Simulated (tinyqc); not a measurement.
# Worked calculation: quantum point contact as a saddle point

tinyqc, about 0.04 s, one thread, Intel Xeon 2.30GHz (shared host): `OMP_NUM_THREADS=1 python tinyqc.py 2740017 2740018 out.jsonl` Printed values are rounded.

Potential V0 - m wx^2 x^2/2 + m wy^2 y^2/2; energies are counted from V0. Mode n = 0, 1, ... transmits T_n(E) = 1/(1 + exp(-2 pi (E - E_n)/wx)), E_n = wy (n + 1/2); each mode carries 2 q^2/h.

Values chosen for this exercise:

| symbol | value | unit | meaning |
|---|---|---|---|
| T | 1 | K | temperature |
| wy | 4 | meV | transverse quantum hbar wy |
| wx | 1.4 | meV | curvature of the barrier hbar wx |
| mu | 14.06 | meV | Fermi level above the saddle point |
| nE | 11 |  | points of the energy grid |
| xm | 8 |  | half-range of the grid in kB T |

Constants: q = 1.602176634e-19 C, kB = 1.380649e-23 J/K, h = 6.62607015e-34 J s, Vt = kB T/q. Results are converted to the units shown.

## Transmissions at the Fermi level

At zero temperature g = G/(2 q^2/h) = sum T_n(mu); Fano factor sum T_n (1 - T_n)/sum T_n. Modes beyond those listed are in the sums but add less than 1e-4 to g.

| mode | E_n (meV) | T_n |
|---|---|---|
| 0 | 2.0000 | 1.00000 |
| 1 | 6.0000 | 1.00000 |
| 2 | 10.0000 | 1.00000 |
| 3 | 14.0000 | 0.56692 |
| 4 | 18.0000 | 0.00000 |
| 5 | 22.0000 | 0.00000 |

g = 3.5669
G = 276.37 uS
Fano factor = 0.06883

## Thermal average on a coarse grid

g(T) = int g(E) (-df/dE) dE = int g(mu + x kB T) dx/(4 cosh^2(x/2)), g(E) the zero-temperature value at E, g = G/(2 q^2/h). Simpson's rule on nE equally spaced x from -xm to xm.

| point | x | E (meV) | g(E) | weight |
|---|---|---|---|---|
| 0 | -8.00000 | 13.3706 | 3.05600 | 0.000335 |
| 1 | -6.40000 | 13.5085 | 3.09922 | 0.001656 |
| 2 | -4.80000 | 13.6464 | 3.16979 | 0.008096 |
| 3 | -3.20000 | 13.7842 | 3.27522 | 0.037632 |
| 4 | -1.60000 | 13.9221 | 3.41350 | 0.139764 |
| 5 | 0.00000 | 14.0600 | 3.56692 | 0.250000 |
| 6 | 1.60000 | 14.1979 | 3.70849 | 0.139764 |
| 7 | 3.20000 | 14.3358 | 3.81860 | 0.037632 |
| 8 | 4.80000 | 14.4736 | 3.89337 | 0.008096 |
| 9 | 6.40000 | 14.6115 | 3.93960 | 0.001656 |
| 10 | 8.00000 | 14.7494 | 3.96654 | 0.000335 |

integral of the weight = 1.01675
g(T) = 3.62073
g(T) divided by the integral of the weight = 3.56107

A converged quadrature gives 3.5606; this grid is 1.7 % above that, and its weight integrates to 1.017 in place of 1.
